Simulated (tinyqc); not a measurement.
Haynes-Shockley experiment: drift, diffusion and decay of a minority-carrier pulse: one step, computed by the program tinyqc.

A thin sheet of excess carriers is made at x = 0, t = 0 in a long uniform bar; injection is low, so the pulse moves with the minority mobility.

Question. The signal at the collector. dn(x, t) = N0/sqrt(4 pi D t) exp(-(x - v t)^2/(4 D t) - t/tau). At fixed x the signal peaks where d ln(dn)/dt = 0: a t^2 + t/2 - x^2/(4 D) = 0 with a = v^2/(4 D) + 1/tau. The full width at half maximum is found by solving dn(x, t) = peak/2 on both sides of the peak.

Inputs (values chosen for the exercise, modelled on electrons in p-type germanium in a lightly doped bar):
```
quantity                       value         unit
lifetime tau                     170  microsecond
temperature T                    300            K
distance d to the collector     0.79           cm
injected sheet density N0    3.8e+10       1/cm^2
```

drift velocity v = 42600 cm/s

D = 110.1295 cm^2/s

Give: time of the peak t_p; peak density; width at half maximum.

Answer.

time of the peak t_p = 18.471 microsecond

peak density = 2.1295e+11 1/cm^3

width at half maximum = 3.5215 microsecond
